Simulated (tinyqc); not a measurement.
Inputs raised by 5 %, one at a time: inversion-layer mobility, back-scattering and ballistic limit of a field-effect transistor. Computed by tinyqc, a small Python program. Command: `OMP_NUM_THREADS=1 python tinyqc.py 3005802 3005803 out.jsonl mos sens`. One thread of a shared host (Intel(R) Xeon(R) Processor @ 2.30GHz), about 0.02 s of CPU time with the checks.

The charge at the top of the source barrier is fixed by the gate; series resistance and short-channel effects are left out. F_j are Fermi integrals normalised to exp(eta) in the classical limit.

Inputs (values chosen for the exercise, modelled on a silicon p-channel): transport mass m = 0.31 m_0; valley degeneracy g_v = 1; weight w of the inversion charge = 0.333; permittivity eps = 11.7; phonon mobility at 1 MV/cm and 300 K, mu_ph = 100 cm^2/(V s); roughness mobility at 1 MV/cm, mu_sr = 170 cm^2/(V s); Coulomb mobility at N_inv = 1e12/cm^2, mu_C = 190 cm^2/(V s); electrical oxide thickness t_inv = 2.6 nm; depletion charge N_dep = 3.3e+11 1/cm^2; gate overdrive V_G - V_T = 0.35 V; drain voltage V_D = 0.05 V; channel length L = 110 nm; exponent a of the critical length = 0.71; temperature T = 300 K.

Statistics at the top of the barrier: Fermi-Dirac.

Constants: eps_0 = 8.8541878128e-12 F/m; e = 1.602176634e-19 C; m_0 = 9.1093837015e-31 kg; k_B = 1.380649e-23 J/K; hbar = 1.054571817e-34 J s; k_B = 8.617333262e-05 eV/K.

Method:
- N_inv = 3.9 eps_0 (V_G - V_T)/(e t_inv); effective field E_eff = e (N_dep + w N_inv)/(eps eps_0).
- mu_phonon = mu_ph (E_eff/1 MV/cm)^(-0.3) (T/300 K)^(-1.75); mu_rough = mu_sr (E_eff/1 MV/cm)^(-2); mu_Coulomb = mu_C (N_inv/1e12 cm^-2) (T/300 K); Matthiessen's rule adds 1/mu.
- F_j(eta) = (1/Gamma(j + 1)) int_0^infinity x^j/(1 + exp(x - eta)) dx, F_0 = ln(1 + exp(eta)). Integrals over x = E/(k_B T) use 160 Gauss-Legendre points in u = sqrt(x) from 0 to sqrt(max(eta, 0) + 32).
- Ballistic channel: N_2D = g_v m k_B T/(pi hbar^2), U = e V_D/(k_B T); eta_F solves N_inv = (N_2D/2)[F_0(eta_F) + F_0(eta_F - U)]; v_T = sqrt(2 k_B T/(pi m)); I/W = e (N_2D/2) v_T [F_1/2(eta_F) - F_1/2(eta_F - U)]; injection velocity v_T F_1/2(eta_F)/F_0(eta_F).
- Mean free path lambda = (2 k_B T/e)(mu/v_T) F_0(eta_0)/F_-1/2(eta_0), with eta_0 from N_inv = N_2D F_0(eta_0); critical length l = L (1 + U)^(-a), an empirical rule; back-scattering r = l/(l + lambda). Then eta solves N_inv = (N_2D/2)[(1 + r) F_0(eta) + (1 - r) F_0(eta - U)] and I/W = e (N_2D/2) v_T (1 - r)[F_1/2(eta) - F_1/2(eta - U)].
- Ballistic ratio: I over the ballistic current. Apparent mobility 1/(1/mu + 1/mu_B), mu_B = mu L/lambda.

Runs; columns: (1) input moved; (2) from; (3) to; (4) effective mobility mu (cm^2/(V s)); (5) ballistic ratio; (6) mean free path lambda (nm); (7) injection velocity (1e7 cm/s):
```
(1)                                                           (2)        (3)    (4)      (5)    (6)    (7)
base run                                                        -          -  121.6  0.08485  7.695  1.169
transport mass m (m_0)                                       0.31     0.3255  121.6  0.08575  7.827  1.132
roughness mobility at 1 MV/cm, mu_sr (cm^2/(V s))             170      178.5  121.7  0.08496  7.706  1.169
Coulomb mobility at N_inv = 1e12/cm^2, mu_C (cm^2/(V s))      190      199.5  122.9  0.08568  7.777  1.169
electrical oxide thickness t_inv (nm)                         2.6       2.73  121.5  0.08378  7.631  1.160
depletion charge N_dep (1/cm^2)                           3.3e+11  3.465e+11  121.1  0.08457  7.668  1.169
gate overdrive V_G - V_T (V)                                 0.35     0.3675  121.6  0.08591  7.756  1.178
drain voltage V_D (V)                                        0.05     0.0525  121.6  0.08518  7.695  1.172
```

Exponents ln(y'/y) / ln(x'/x):
```
input                                        effective mobility mu  ballistic ratio  mean free path lambda  injection velocity
transport mass m                                             0.000            0.217                  0.347              -0.657
roughness mobility at 1 MV/cm, mu_sr                         0.028            0.026                  0.028               0.000
Coulomb mobility at N_inv = 1e12/cm^2, mu_C                  0.216            0.199                  0.216               0.000
electrical oxide thickness t_inv                            -0.019           -0.260                 -0.172              -0.157
depletion charge N_dep                                      -0.073           -0.067                 -0.073               0.000
gate overdrive V_G - V_T                                     0.001            0.256                  0.161               0.163
drain voltage V_D                                            0.000            0.079                  0.000               0.054
```

Among the inputs moved here: effective mobility mu answers most in size to Coulomb mobility at N_inv = 1e12/cm^2, mu_C (exponent +0.216), next to depletion charge N_dep (-0.073); its exponent is below 0.0005 for transport mass m, drain voltage V_D. ballistic ratio answers most in size to electrical oxide thickness t_inv (exponent -0.260), and about equally to gate overdrive V_G - V_T (+0.256). Mean free path lambda answers most in size to transport mass m (exponent +0.347), next to Coulomb mobility at N_inv = 1e12/cm^2, mu_C (+0.216); its exponent is below 0.0005 for drain voltage V_D. injection velocity answers most in size to transport mass m (exponent -0.657), next to gate overdrive V_G - V_T (+0.163); its exponent is below 0.0005 for roughness mobility at 1 MV/cm, mu_sr, Coulomb mobility at N_inv = 1e12/cm^2, mu_C, depletion charge N_dep.
